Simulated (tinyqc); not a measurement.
From results back to parameters: static screening by free carriers. Three cases, with inputs chosen for the exercise.

Problem. At zero temperature the gas shows Friedel oscillations of period pi/kF and a Thomas-Fermi length 1/qTF; n and m are hidden.

kF = (3 pi^2 n/Mv)^(1/3), EF = c kF^2/m with c = hbar^2/2m0, n in 1/angstrom^3 (1e-24 per 1/cm^3), e2 = e^2/(4 pi eps0). Thomas-Fermi: qTF^2 = 6 pi e2 n/(eps EF). Debye: qD^2 = 4 pi e2 n/(eps kB T).

Constants: hbar^2/2m0 = 3.80998211 eV angstrom^2; e^2/(4 pi eps0) = 14.39964547 eV angstrom.

Case 1.

Values chosen (out of a larger set: near those of Si; not measured data): Mv = 6 (valleys); eps = 11.9 (background dielectric constant).

period = 482.315 angstrom
1/qTF = 20.0215 angstrom

Case 2.

Values chosen (out of a larger set: a free-electron density near that of Ag; not measured data): Mv = 1 (valleys); eps = 1 (background dielectric constant).

period = 2.59394 angstrom
1/qTF = 0.585801 angstrom

Case 3.

Values chosen (out of a larger set: near those of GaN; not measured data): Mv = 1 (valleys); eps = 9.59 (background dielectric constant).

period = 42.1341 angstrom
1/qTF = 16.3897 angstrom

Find: kF; n; m.

Solution. kF = pi/period and n = Mv kF^3/(3 pi^2); qTF^2 = 2 e2 Mv m kF/(pi eps c) then gives m.

Case 1.

kF = 0.006514 1/angstrom
n = 5.60e+16 1/cm^3
m = 0.316 m0

Case 2.

kF = 1.211 1/angstrom
n = 6.00e+22 1/cm^3
m = 1.000 m0

Case 3.

kF = 0.07456 1/angstrom
n = 1.40e+19 1/cm^3
m = 0.199 m0

Computed by tinyqc, one run a case: `OMP_NUM_THREADS=1 python tinyqc.py N N+1 out.jsonl` with N = 1681075, 1681078, 1681087; one thread of a shared Intel(R) Xeon(R) Processor @ 2.30GHz, about 0.01 s a run at most.
